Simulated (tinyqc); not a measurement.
# MOS capacitor on a p-type substrate, surface potential from the exact charge relation: effects of single changes

Uniform p-type substrate, Boltzmann statistics, full ionisation, classical densities. psi is the surface potential against the body (positive when the bands bend down) and u = psi/Vt. Traps are spread evenly over the gap and neutral at flat band, so their charge is -q Dit psi; the minority quasi-Fermi level is shifted by Vb.

Inputs (values chosen for the exercise); band and dielectric values close to those of 4H silicon carbide: temperature T = 250 K; band gap Eg = 3.26 eV; relative permittivity eps_r = 9.54; conduction-band density of states at T Nc = 1.3e19 cm^-3; valence-band density of states at T Nv = 1.87e19 cm^-3; electron affinity chi = 3.66 eV; acceptor density of the substrate N = 1.7e15 cm^-3; relative permittivity of the gate insulator (close to silicon nitride) eox = 7.39; insulator thickness tox = 6.6 nm; gate work function phiM = 4.31 eV; fixed charge at the interface, in units of q Nf = -2.7e11 cm^-2; density of interface traps Dit = 0 cm^-2 eV^-1; reverse bias of the inversion layer against the body Vb = 0 V.

Constants: q = 1.602176634e-19 C, kB = 1.380649e-23 J/K, Vt = kB T/q, eps0 = 8.8541878128e-14 F/cm where lengths are in cm. Results are converted to the units shown.

Each table varies one quantity; the others keep the values above.

## Capacitance-voltage curves

ni = sqrt(Nc Nv) exp(-Eg/(2 Vt)), Eg in volts; phiF = Vt ln(N/ni); Cox = eps0 eox/tox; Vfb = phiM - chi - (Eg - Vt ln(Nv/N)) - q Nf/Cox; Q0 = sqrt(2 eps0 eps_r q N Vt); r = (ni/N)^2 exp(-Vb/Vt); VT = Vfb + [(2 phiF + Vb)(1 + q Dit/Cox) + sqrt(2 eps0 eps_r q N (2 phiF + Vb))/Cox]. u = psi/Vt; F^2 = exp(-u) + u - 1 + r (exp(u) - u - 1); Qs = -sign(u) Q0 F; Cs = -dQs/dpsi = (Q0/Vt) |1 - exp(-u) + r (exp(u) - 1)|/(2 F). psi solves Vg = Vfb + psi + (q Dit psi - Qs)/Cox. Low frequency: 1/C_LF = 1/Cox + 1/(Cs + q Dit). High frequency, in the simple estimate in which traps and minority carriers do not follow: 1/C_HF = 1/Cox + 1/Cd, Cd being Cs with r = 0 at the same psi. Deep depletion: r = 0 and Dit = 0 both in the equation for psi and in Cs. Minority sheet density N_inv = (Q0/(2 q)) int_0^u r (exp(t) - 1)/F(t) dt for u > 0. N_inv under 1 cm^-2 is printed as 0. Regimes: accumulation when majority carriers gather, then depletion up to |psi| = phiF + Vb, weak inversion up to 2 phiF + Vb, strong inversion beyond.

Result of one run:
```
Vg (V)  psi (V)  C_LF/Cox  C_HF/Cox  C_deep/Cox  N_inv (cm^-2)          regime
0.17      2.502  0.006822  0.006822    0.006822          40.20  weak inversion
```

What becomes of these results when the gate voltage against the body Vg is changed from 0.17 to -0.39 V, all else the same?

Result of the changed run:
```
Vg (V)  psi (V)  C_LF/Cox  C_HF/Cox  C_deep/Cox  N_inv (cm^-2)          regime
-0.39     1.946  0.007738  0.007738    0.007738              0  weak inversion
```

The whole series:
```
Vg (V)  psi (V)  C_LF/Cox  C_HF/Cox  C_deep/Cox  N_inv (cm^-2)            regime
-3.17   -0.2244    0.9308    0.9308      0.9308              0      accumulation
-2.61   -0.1474    0.6934    0.6934      0.6934              0      accumulation
-2.05    0.3044   0.01994   0.01994     0.01994              0         depletion
-1.5     0.8462   0.01177   0.01177     0.01177              0         depletion
-0.94     1.400  0.009129  0.009129    0.009129              0         depletion
-0.39     1.946  0.007738  0.007738    0.007738              0    weak inversion
0.17      2.502  0.006822  0.006822    0.006822          40.20    weak inversion
0.72      3.003    0.6069  0.006227    0.006180       2.843e11  strong inversion
1.28      3.089    0.9278  0.006139    0.005683       3.213e12  strong inversion
1.83      3.118    0.9615  0.006110    0.005295       6.439e12  strong inversion
```

C_LF/Cox is lowest, 0.00682, at Vg = 0.17 V (weak inversion) among the rows listed and is 0.962 in the last row, where C_HF/Cox is 0.00611 and the deep-depletion value 0.00529. Vfb = -2.37 V, where C_HF/Cox = 0.0944 (Cox in series with eps0 eps_r/LD), and VT = 0.538 V. Over the last two rows psi moves by only 0.052 V a volt of gate bias, since the inversion charge screens the body. In strong accumulation and inversion degeneracy and confinement, left out here, lower the capacitance.

## Effect of the density of interface traps on threshold and swing

ni = sqrt(Nc Nv) exp(-Eg/(2 Vt)), Eg in volts; phiF = Vt ln(N/ni); Cox = eps0 eox/tox; Vfb = phiM - chi - (Eg - Vt ln(Nv/N)) - q Nf/Cox; VT = Vfb + [(2 phiF + Vb)(1 + q Dit/Cox) + sqrt(2 eps0 eps_r q N (2 phiF + Vb))/Cox]. gamma = sqrt(2 eps0 eps_r q N)/Cox; Wm = sqrt(2 eps0 eps_r (2 phiF + Vb)/(q N)); m = 1 + (eps0 eps_r/Wm + q Dit)/Cox; swing m Vt ln 10; Cmin/Cox = 1/(1 + Cox Wm/(eps0 eps_r)).

In this table Vb = 0 V.

The same in every row: Vfb (V) = -2.366; 2 phiF (V) = 2.867; gamma (V^0.5) = 0.02164; Wm (nm) = 1333; Cmin/Cox = 0.006349.

Effect of the density of interface traps on threshold and swing:
```
Dit (cm^-2 eV^-1)  VT (V)      m  swing (mV/decade)
0                  0.5376  1.006              49.92
1e10               0.5423  1.008              50.00
3e10               0.5515  1.011              50.16
1e11               0.5840  1.023              50.72
3e11               0.6766  1.055              52.33
1e12                1.001  1.168              57.94
3e12                1.928  1.491              73.97
1e13                5.171  2.622              130.1
```

As Dit goes from 0 to 1e13, VT rises from 0.538 to 5.17 V, the swing rises from 49.9 to 130 mV/decade and Cmin/Cox stays at 0.00635. Vfb does not move.

## Effect of the relative permittivity of the gate insulator on threshold and swing

Same model as above.

The same in every row: 2 phiF (V) = 2.8669; Wm (nm) = 1333.5.

Results:
```
eox  Vfb (V)  gamma (V^0.5)   VT (V)       m  swing (mV/decade)   Cmin/Cox
3.9  -2.3268       0.040999  0.60946  1.0121             50.206   0.011962
5    -2.3450       0.031979  0.57600  1.0094             50.074  0.0093552
7.5  -2.3665       0.021320  0.53645  1.0063             49.918  0.0062563
9    -2.3737       0.017766  0.52327  1.0052             49.866  0.0052190
15   -2.3880       0.010660  0.49690  1.0031             49.762  0.0031380
30   -2.3988      0.0053299  0.47713  1.0016             49.683  0.0015714
```

Estimate the missing row, eox = 22.

Computed row:
```
eox  Vfb (V)  gamma (V^0.5)   VT (V)       m  swing (mV/decade)   Cmin/Cox
22   -2.3949      0.0072680  0.48432  1.0021             49.712  0.0021417
```

With this row back in the table: As eox goes from 3.9 to 30, VT falls from 0.609 to 0.477 V, the swing falls from 50.2 to 49.7 mV/decade and Cmin/Cox falls from 0.0120 to 0.00157. Of the change of VT by -0.132 V, -0.0719 V comes from Vfb and -0.0604 V from the band bending and the charge it takes. m - 1 goes as eox^(-1.00), that is as 1/Cox.

Numbers from tinyqc (`OMP_NUM_THREADS=1 python tinyqc.py 2060038 2060039 out.jsonl`; about 0.01 s on one thread of a shared Intel Xeon 2.30GHz).
